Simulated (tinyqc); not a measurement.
Inside a calculation: type-II superlattice in the two-band Kane model. Values are carried at full precision from step to step, so a last printed digit may differ when a step is redone from the rounded ones.

Motion along the axis, period d = a + b, c = hbar^2/2m0. Conduction and light-hole bands couple: (E - Ec)(E - Ev) = Ep c k^2 in each layer, with mass m(E) = (E - Ev)/Ep, which may be negative. The conduction envelope psi and psi'/m(E) are continuous; a layer carries them by [[cos kt, (m/k) sin kt], [-(k/m) sin kt, cos kt]] (cosh and sinh for k^2 < 0), and cos(q d) = tr(M_B M_A)/2. C1 is the first miniband above EvB, with its bottom at tr/2 = +1 and its top at -1; the gap is the bottom of C1 less the top heavy-hole level HH1.

Constants: hbar^2/2m0 = 3.80998211 eV angstrom^2; hc = 1239.841984 eV nm.

Inputs chosen for the exercise (near those of an InAs/GaSb superlattice; the results hold for these values, not for the real material): a = 35 angstrom (layer A); b = 42 angstrom (layer B); EcA = 0 eV (conduction edge of A); EvA = -0.422 eV (valence edge of A); EcB = 0.954 eV (conduction edge of B); EvB = 0.158 eV (valence edge of B); EpA = 14.3 eV (coupling energy in A); EpB = 18.1 eV (coupling energy in B); E = 0.306 eV (trial energy); mhA = 0.33 m0 (heavy hole in A); mhB = 0.27 m0 (heavy hole in B).

## Wave numbers and masses at one energy

Give k^2 and m(E) in both layers.

Layers:
```
layer  k^2 (1/angstrom^2)  m(E) (m0)
A               0.0040888    0.05091
B              -0.0013907    0.00818
```

In B the decay constant is 0.0373 1/angstrom; across the gap of B it peaks at mid-gap, at 0.0479, and vanishes at both edges.

## Transfer matrices

Form M_A, M_B and half the trace of their product.

M_A (angstrom units):
$$\begin{pmatrix}
-0.61881 & 0.62541 \\
-0.98666 & -0.61881
\end{pmatrix}$$

M_B (angstrom units):
$$\begin{pmatrix}
2.4988 & 0.50211 \\
10.444 & 2.4988
\end{pmatrix}$$

tr/2 = 1.4719

E lies in a gap of the coupled bands.

## Edges and effective gap

Heavy holes are uncoupled: with e = EvB - E, p = sqrt(mhB e/c), w = sqrt(mhA (EvB - EvA - e)/c), the top level HH1 at q = 0 solves (p/mhB) tan(p b/2) = (w/mhA) tanh(w a/2).

C1 is the first miniband above EvB: bottom at tr/2 = +1, top at -1. The gap is its bottom less HH1; cut-off wavelength hc/gap.

bottom of C1 = 0.3202 eV
top of C1 = 0.3788 eV
HH1 = 0.1084 eV
gap = 0.2117 eV
cut-off = 5.86 micrometre

The bulk edges overlap by 158 meV; confinement lifts the electrons by 320 meV and lowers the holes by 50 meV, which opens the gap. It is 0.50 of the smaller bulk gap.

## Electron mass along the axis

m_z = -2 c f'/d^2 with f = tr/2 differentiated at the bottom of C1 (central difference of 1e-6 eV); compare the bulk edge mass (EcA - EvA)/EpA.

f' = -33.80 1/eV
m_z = 0.0434 m0
bulk edge mass of A = 0.0295 m0

## Checks

- Bottom of C1 from the two-band matrix on a staggered grid of 0.5 angstrom against the transfer matrix, eV: both 0.320.

Computed by tinyqc, a small Python program: `OMP_NUM_THREADS=1 python tinyqc.py 1250475 1250476 out.jsonl` (the numbers bound the seed that draws the inputs); one thread of a shared host (Intel(R) Xeon(R) Processor @ 2.30GHz), about 3 s for the whole set of steps.
